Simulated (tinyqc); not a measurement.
What each input does: propagation of a band-gap error through k.p and effective-mass formulas.

Chain, for a gap E (the reference Eg or another value), with Ep and Dso kept: 1/me = 1 + Ep (E + 2 Dso/3)/(E (E + Dso)); g* = 2 - 2 Ep Dso/(3 E (E + Dso)); g1(E) = g1 + (Ep/3)(1/E - 1/Eg), g2(E) = g2 + (Ep/6)(1/E - 1/Eg), light hole 1/(g1 + 2 g2), heavy hole 1/(g1 - 2 g2) along [100]; optical constant ei(E) = 1 + (ei - 1)(EP/(EP + E - Eg))^2, static e0(E) = ei(E) + e0 - ei.

Donor: R = Ry me/e0^2, a_B = a0 e0/me, Mott density (0.26/a_B)^3. Nc, Nv = 2 (m kT/(4 pi c))^(3/2), c = hbar^2/2m0, ni = sqrt(Nc Nv) exp(-E/2kT). Exciton: Ry mu/e0^2 with 1/mu = 1/me + g1(E). 1 angstrom^-3 = 1e24 cm^-3.

Constants: Ry = 13.60569312 eV; a0 (Bohr radius) = 0.5291772105 angstrom; kB = 8.617333262e-05 eV/K; hbar^2/2m0 = 3.80998211 eV angstrom^2.

Inputs chosen for the exercise (reference values near those of InAs, gap at low temperature; not measured data): Eg = 0.418 eV (gap at Gamma to the s-like level); Dso = 0.391 eV (spin-orbit splitting); Ep = 21.8 eV (Kane energy); g1 = 20.08 (Luttinger gamma1); g2 = 8.54 (gamma2); e0 = 15.19 (static dielectric constant); ei = 12.2 (optical dielectric constant); EP = 4.61 eV (mean (Penn) gap); mh = 0.48 m0 (density-of-states mass of the holes); T = 400 K (temperature); Eg2 = 0.803 eV (a wrong gap, of the size a hybrid with far too much exact exchange can give).

All at E = Eg2.

Results for these values:

| case | me (m0) | light hole (m0) | e0 | donor (meV) | exciton (meV) | log10 ni |
|---|---|---|---|---|---|---|
| base | 0.0397 | 0.0488 | 13.53 | 2.951 | 2.013 | 13.238 |

What happens to each result for Dso = 0.36 eV, all else kept?

Answer: me falls from 0.0397 to 0.0395; light hole does not change at the printed digits; e0 does not change at the printed digits; donor falls from 2.951 to 2.932; exciton falls from 2.013 to 2.004; log10 ni falls from 13.238 to 13.236.

The same for each parameter in turn:

| case | me (m0) | light hole (m0) | e0 | donor (meV) | exciton (meV) | log10 ni |
|---|---|---|---|---|---|---|
| base | 0.0397 | 0.0488 | 13.53 | 2.951 | 2.013 | 13.238 |
| Eg2 = 0.739 eV | 0.0369 | 0.0453 | 13.78 | 2.645 | 1.808 | 13.618 |
| Dso = 0.36 eV | 0.0395 | 0.0488 | 13.53 | 2.932 | 2.004 | 13.236 |
| Ep = 23.544 eV | 0.0369 | 0.0522 | 13.53 | 2.741 | 1.946 | 13.214 |
| g1 = 21.686 | 0.0397 | 0.0453 | 13.53 | 2.951 | 1.929 | 13.238 |
| EP = 4.979 eV | 0.0397 | 0.0488 | 13.64 | 2.904 | 1.980 | 13.238 |
| ei = 11.224 | 0.0397 | 0.0488 | 13.67 | 2.889 | 1.970 | 13.238 |
| mh = 0.442 m0 | 0.0397 | 0.0488 | 13.53 | 2.951 | 2.013 | 13.212 |
| T = 368 K | 0.0397 | 0.0488 | 13.53 | 2.951 | 2.013 | 12.744 |

(tinyqc, `OMP_NUM_THREADS=1 python tinyqc.py 1850031 1850032 out.jsonl`, Intel(R) Xeon(R) Processor @ 2.30GHz, 1 thread, shared host, about 0.01 s.)
